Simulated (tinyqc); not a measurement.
Worked calculation: solid solubility of a dopant against its melt (retrograde solidus), clustering and the electrically active fraction. Computed by tinyqc, a small Python program that keeps every step. Command: `OMP_NUM_THREADS=1 python tinyqc.py 3002254 3002255 out.jsonl retro walk`. One thread of a shared host (Intel(R) Xeon(R) Processor @ 2.30GHz), about 0.01 s of CPU time with the checks. Intermediate numbers are printed to about 6 digits and carried at full precision; extremes and crossings named in words are read from the listed rows.

Inputs (values chosen for the exercise, of the order of those of gold in silicon for the solubility):
```
quantity                                      value        unit
melting point of the host T_m                  1687           K
heat of melting of the host H_f                50.2      kJ/mol
interaction L of the melt                       -21      kJ/mol
enthalpy of transfer from melt to solid H      1.64          eV
entropy of transfer S                          1.99         k_B
site density N0                               5e+22      1/cm^3
temperature T                                  1580           K
total dopant density N_t                    6.2e+20      1/cm^3
atoms per cluster m                               3           -
cluster scale N* at 1273 K                  1.8e+20      1/cm^3
activation energy E_b of the cluster scale     0.47          eV
anneal temperature T_a                         1100           K
mobility mu                                      75  cm^2/(V s)
```

Clustering: clusters of m atoms, electrons left out.

Constants: R = 8.314462618 J/(mol K); k_B = 8.617333262e-05 eV/K; e = 1.602176634e-19 C; N_A = 6.02214076e+23 1/mol.

## Liquidus and solidus at T

x_l and x_s are atom fractions of the dopant in melt and solid; the solid is dilute. Liquidus of the host: R T ln(1 - x_l) + L x_l^2 = -H_f (1 - T/T_m). Distribution: k = x_s/x_l = exp[L (1 - x_l)^2/(R T)] exp(S/k_B - H/(k_B T)), the first factor being the activity coefficient in the melt. Solubility = x_s N0; at T_m x_l = 0.

x_l = 0.175589

distribution coefficient k = 1.44957e-05

x_s = 2.54527e-06

solubility = 1.27264e+17 1/cm^3

k at the melting point = 2.06379e-05

k has changed by a factor 0.70 from its value at T_m, while x_l has grown from 0 to 0.176.

## The retrograde maximum

The largest x_s N0 between 900 K and T_m. For an ideal melt with constant heats the maximum has x_l = H_f/(H + H_f), H in the same units.

temperature of the maximum = 1542.82 K

largest solubility = 1.33712e+17 1/cm^3

x_l there = 0.223364

ideal-melt value H_f/(H + H_f) = 0.240841

The maximum lies 144 K below T_m: above it the melt runs out of dopant, below it k falls as exp(-H/(k_B T)).

## The solidus

The formulas are those given above.

Against temperature:
```
T (K)       x_l            k  solubility (1/cm^3)  over the maximum
1000   0.702490  3.17629e-08          1.11566e+15          0.008344
1100   0.630763  1.63849e-07          5.16748e+15          0.038646
1200   0.553788  6.23088e-07          1.72529e+16          0.129031
1300   0.470368  1.86074e-06          4.37615e+16          0.327283
1400   0.378368  4.54714e-06          8.60246e+16          0.643359
1500   0.273807  9.29925e-06          1.27310e+17          0.952123
1580   0.175589  1.44957e-05          1.27264e+17          0.951777
1640   0.086920  1.84859e-05          8.03399e+16          0.600845
1675   0.024436  2.02545e-05          2.47472e+16          0.185079
```

Between the first rows the Arrhenius energy of the solubility is 1.45 eV, against H = 1.64 eV; it shrinks to zero at 1543 K and turns negative beyond. A crystal saturated at the maximum precipitates dopant-rich liquid on cooling and on heating alike. Below a eutectic or compound temperature another phase would set the limit.

## Active fraction after the anneal

A highly soluble donor (another dopant than that of the solidus) is limited by clustering. Donors N_a are active, and clusters hold m atoms each: N_t = N_a + m C, m C = N* (N_a/N*)^m, with N*(T) = N*(1273 K) exp[-(E_b/k_B)(1/T - 1/1273)]. Resistivity = 1/(e mu N_a).

N*(T_a) = 9.17555e+19 1/cm^3

active density N_a = 1.57341e+20 1/cm^3

active fraction = 0.253776

resistivity = 0.528916 milliohm cm

Doubling the dose would raise N_a by only 31 %. Caution: this clustering law is a generic form; degeneracy and a doping-dependent mobility are left out.

## Active against total

A highly soluble donor (another dopant than that of the solidus) is limited by clustering. Donors N_a are active, and clusters hold m atoms each: N_t = N_a + m C, m C = N* (N_a/N*)^m, with N*(T) = N*(1273 K) exp[-(E_b/k_B)(1/T - 1/1273)].

Active density (1/cm^3):
```
N_t (1/cm^3)   N_a at T_a  fraction  N_a at T_a + 150 K  N_a at T_a - 150 K
1.00e+19      9.88526e+18  0.988526         9.96425e+18         9.51089e+18
3.00e+19      2.75235e+19  0.917449         2.91087e+19         2.30435e+19
1.00e+20      6.59419e+19  0.659419         8.08809e+19         4.57084e+19
2.00e+20      9.57457e+19  0.478729         1.26629e+20         6.23302e+19
5.00e+20      1.44159e+20  0.288317         2.02029e+20         8.96987e+19
1.00e+21      1.89661e+20  0.189661         2.72092e+20         1.15858e+20
2.00e+21      2.45367e+20  0.122684         3.56924e+20         1.48234e+20
5.00e+21      3.39800e+20  0.067960         4.99398e+20         2.03575e+20
```

The exponent d ln N_a/d ln N_t falls from 0.93 to 0.36, towards 1/m = 0.333. At the highest dose a 150 K hotter anneal gives 1.47 times the active density, and a later step 150 K cooler would cut it to 0.60 if it ran to equilibrium: short hot anneals come last. For ionised donors far above n_i the electrons enter the mass action too and halve the limiting exponent.

Checks made by the program: the ideal-melt maximum (relative difference 2e-09).
